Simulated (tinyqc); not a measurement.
Mobility and doping from two currents.

Question. A trap-free film with injecting contacts is fitted, with diffusion neglected, by J = q mu N V/Lf + (9/8) eps0 eps_r mu V^2/Lf^3. Find mu, N and the voltage at which both terms are equal.

Values chosen for this exercise:
- eps_r = 11.6 (relative permittivity)
- Lf = 980 nm (film thickness)

Constants: q = 1.602176634e-19 C, eps0 = 8.8541878128e-14 F/cm where lengths are in cm. Results are converted to the units shown.

J at 3.8 and 11 V (A/cm^2): [8.2670223, 43.377119]

Solution. J/V is a straight line in V: the slope gives mu and the intercept mu N.

mu = 0.200 cm^2/(V s)
N = 3.80e15 cm^-3
crossover voltage = 5.06 V

tinyqc, about 5 s, one thread, Intel Xeon 2.30GHz (shared host): `OMP_NUM_THREADS=1 python tinyqc.py 2730147 2730148 out.jsonl`
